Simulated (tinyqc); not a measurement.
Choosing the offset: vacuum evaporation: vapour pressure, source flux, thickness distribution, purity and step coverage. Computed by tinyqc, a small Python program. Command: `OMP_NUM_THREADS=1 python tinyqc.py 3111849 3111850 out.jsonl evap walk`. One thread of a shared host (Intel(R) Xeon(R) Processor @ 2.30GHz), about 0.01 s of CPU time with the checks.

Molecular flow, unit sticking of the metal, no re-evaporation. The background gas is taken as water vapour (18.015 g/mol, collision diameter 0.37 nm) at 300 K.

Inputs (values chosen for the exercise, modelled on silver, with constants for the liquid): directionality n = 2; source-to-wafer distance h = 43 cm; wafer radius R = 7.5 cm.

Method. Rotating wafer, source offset by s and facing upwards: thickness at radius r is the mean over the angle a of (1 + (r^2 + s^2 - 2 r s cos a)/h^2)^(-(n + 3)/2), by 360 equal steps; non-uniformity (max - min)/(max + min) over 21 radii from 0 to R. The curvature at the centre vanishes at s/h = sqrt(2/(n + 3)).

Against the offset:
```
s/h  centre thickness  edge over centre  non-uniformity (%)
0.0            1.0000            0.9278              3.7443
0.2            0.9066            0.9392              3.1374
0.4            0.6900            0.9661              1.7236
0.5            0.5724            0.9810              0.9589
0.6            0.4636            0.9948              0.2611
0.7            0.3690            1.0066              0.3283
0.8            0.2903            1.0160              0.7946
0.9            0.2269            1.0231              1.1421
1.1            0.1377            1.0313              1.5428
```

What follows from these numbers?

The best row, s/h = 0.6, has 0.26 % against 3.7 % on the axis, at the price of a rate lower by a factor 2.16; the small-wafer optimum is sqrt(2/(n + 3)) = 0.63.

Extremes, crossings and ranges named in words are read from the listed rows.
